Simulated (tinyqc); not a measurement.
# Formation energy of a charged point defect from supercell energies, step by step

A worked calculation. Computed by tinyqc, a small Python program that keeps every step. Command: `OMP_NUM_THREADS=1 python tinyqc.py 3024931 3024932 out.jsonl formation walk`. One thread of a shared host (Intel(R) Xeon(R) Processor @ 2.30GHz), about 0.01 s of CPU time with the checks. Intermediate numbers are printed to about 7 digits and carried at full precision; extremes and crossings named in words are read from the listed rows.

The host is a compound AB. Making the defect adds n_A = -1, n_B = 0 atoms to the cell. All total energies are inputs. E_F is counted from the valence-band maximum (VBM); x = 0 is A-rich and x = 1 B-rich growth.

Inputs (values chosen for the exercise, for a model compound AB): gap E_g = 3.51 eV; E_VBM of the host cell = 5.072 eV; potential alignment dV = 0.14 eV; dielectric constant eps = 11.2; cell length L = 10.5 angstrom; mu_A of the pure element = -5.661 eV; formation enthalpy dH of AB = -1.48 eV; growth condition x = 0.66; Fermi level E_F = 1.83 eV; temperature T = 1400 K; site density N_s = 3.4e+22 cm^-3.

Defect: vacancy of A. Supercell lattice: bcc.

charge states q: [1, 0, -1]

E(defect, q) - E(host), in the order of q (eV): [1.332, 8.808, 16.089]

Constants: e^2/(4 pi eps_0) = 14.39964548 eV angstrom; k_B = 8.617333262e-05 eV/K.

## Chemical potentials

dmu_A = x dH and dmu_B = (1 - x) dH, so that dmu_A + dmu_B = dH; mu = mu(element) + dmu. The reservoir term is sum n_i mu_i.

dmu_A = -0.9768 eV

dmu_B = -0.5032 eV

sum n_i mu_i = 6.6378 eV

## Image-charge corrections

Image-charge correction of a point charge in a neutralising background: E_corr = q^2 alpha e^2/(4 pi eps_0) / (2 eps L), alpha = 2.888462 for a bcc array with L the cube root of the volume.

E_corr (eV): (q=+1) 0.1768403, (q=0) 0.0000000, (q=-1) 0.1768403

## Formation energies at E_F = 0

E_f(q, E_F) = [E(defect, q) - E(host)] - sum n_i mu_i + q (E_VBM + dV + E_F) + E_corr(q).

E_f(q, 0) (eV): (q=+1) 0.083040, (q=0) 2.170200, (q=-1) 4.416040

## Transition levels and the lower envelope

eps(q/q') = [E_f(q', 0) - E_f(q, 0)]/(q - q'). U of state q is eps(q/q-1) - eps(q+1/q). The stable state at each E_F is the lowest line E_f(q, 0) + q E_F.

One-electron levels above the VBM (eV):
```
level     energy  U of the state between this level and the next
(+1/0)  2.087160                                       0.1586805
(0/-1)  2.245840                                               -
```

Stable states:
```
q   from E_F (eV)  to E_F (eV)
+1       0.000000     2.087160
0        2.087160     2.245840
-1       2.245840     3.510000
```

Stable in the gap, from the VBM up: +1, 0, -1.

## The first and the last level

eps(q/q-1) = E_f(q - 1, 0) - E_f(q, 0).

level (+1/0) = 2.087160 eV

level (0/-1) = 2.245840 eV

## Concentrations at the given E_F and T

E_f(q, E_F) = E_f(q, 0) + q E_F. c_q = N_s exp(-E_f(q, E_F)/k_B T), with all degeneracy factors one and no vibrational entropy.

Charge states:
```
q   E_f (eV)   c_q (cm^-3)      share
+1  1.913040  4.414048e+15  0.8909259
0   2.170200  5.237243e+14  0.1057079
-1  2.586040  1.667799e+13  0.0033663
```

lowest formation energy = 1.913040 eV

total concentration = 4.954451e+15 cm^-3

mean charge = 0.8875596 e

State +1 holds 89.1 % of the defects.

## Fermi level and growth conditions

Each entry is the lowest E_f over q.

Lowest formation energy (eV):
```
E_F (eV)  stable q  A-rich, x = 0   x = 0.5  B-rich, x = 1
0.000           +1       1.059840  0.319840      -0.420160
0.439           +1       1.498840  0.758840       0.018840
0.878           +1       1.937840  1.197840       0.457840
1.316           +1       2.375840  1.635840       0.895840
1.755           +1       2.814840  2.074840       1.334840
2.194            0       3.147000  2.407000       1.667000
2.632           -1       2.760840  2.020840       1.280840
3.071           -1       2.321840  1.581840       0.841840
3.510           -1       1.882840  1.142840       0.402840
```

Going from A-rich to B-rich growth shifts every line by -1.480 eV and moves no transition level. The slope of the envelope is the stable charge, so E_f is highest at E_F = 2.19 eV of those listed, and it falls on both sides: the defect is amphoteric and compensates either doping. Under B-rich growth E_f turns negative for part of the gap, so in equilibrium E_F cannot enter that part.

## What the corrections do to the levels

Levels eps(q/q-1) with the terms q dV and E_corr left out or kept.

Levels above the VBM (eV):
```
level     raw  with alignment  with image charge  with both
(+1/0)  2.404           2.264           2.227160   2.087160
(0/-1)  2.209           2.069           2.385840   2.245840
```

Alignment moves every level by -dV = -0.140 eV. The image term moves eps(q/q-1) by (1 - 2q) E_corr(1): (+1/0) by -0.177, (0/-1) by +0.177 eV, donor levels down and acceptor levels up. It adds 2 E_corr(1) = 0.354 eV to every U, which turns an apparent negative U of the raw energies into a positive one.

Checks made by the program: envelope against a direct minimum on a grid (relative difference below 1e-10).
